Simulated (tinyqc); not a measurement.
Programming of a floating-gate cell by Fowler-Nordheim tunnelling: one step of the calculation.

Per tunnel area the floating gate has Ctun = 3.9 eps0/tox to the channel (0 V) and Ccg to the control gate, Ct = Ctun/(1 - ag), no other coupling. With the threshold shift U = -Q/Ccg the field is F = ag (Vg - U)/tox, and dU/dt = J/Ccg. Fowler-Nordheim: J = A F^2 exp(-B/F), A = q^2/(16 pi^2 hbar mo phi) (times 1e14 for A/cm^2 with F in V/nm, emitter mass m0), B = (4/3) sqrt(mo/C) phi^1.5, C = hbar^2/(2 m0).

Problem. Explicit time steps against the exact solution. U(new) = U + dt J(F(U))/Ccg. Exact: exp(B/F(t)) = exp(B/F(0)) + K t, K = A B ag/(Ccg tox), and U = Vg - tox F/ag.

Parameters, values chosen for the exercise; oxide values close to those of silicon dioxide: tunnel barrier phi = 3.2 eV; tunnelling mass mo = 0.49 m0; tunnel oxide thickness tox = 9.8 nm; coupling ratio Ccg/Ct ag = 0.71; threshold shift at the start Vt0 = -1.4 V; control-gate voltage Vg = 16 V; time step dt = 4.6 us; steps n = 10.

Constants: q = 1.602176634e-19 C, hbar = 1.054571817e-34 J s, m0 = 9.1093837015e-31 kg, eps0 = 8.8541878128e-14 F/cm where lengths are in cm, hbar^2/(2 m0) = 0.0380998212 eV nm^2. Results are converted to the units shown.

Wanted: t; F; J; U by steps; U exact.

Solution.

| step | t (us) | F (V/nm) | J (A/cm^2) | U by steps (V) | U exact (V) |
|---|---|---|---|---|---|
| 0 | 0 | 1.261 | 0.05807 | -1.400 | -1.400 |
| 1 | 4.600 | 1.238 | 0.03780 | -1.090 | -1.142 |
| 2 | 9.200 | 1.224 | 0.02835 | -0.889 | -0.953 |
| 3 | 13.80 | 1.213 | 0.02275 | -0.738 | -0.804 |
| 4 | 18.40 | 1.204 | 0.01902 | -0.616 | -0.682 |
| 5 | 23.00 | 1.196 | 0.01634 | -0.515 | -0.579 |
| 6 | 27.60 | 1.190 | 0.01432 | -0.428 | -0.489 |
| 7 | 32.20 | 1.185 | 0.01274 | -0.351 | -0.410 |
| 8 | 36.80 | 1.180 | 0.01147 | -0.283 | -0.340 |
| 9 | 41.40 | 1.175 | 0.01043 | -0.222 | -0.276 |
| 10 | 46.00 | 1.171 | 0.009565 | -0.167 | -0.218 |

Range of the model: Programming fields of 10 MV/cm and more wear the oxide; trapping and the channel potential are ignored.

Program tinyqc, `OMP_NUM_THREADS=1 python tinyqc.py 2130098 2130099 out.jsonl`; Intel Xeon 2.30GHz, shared host, one thread, about 0.01 s.
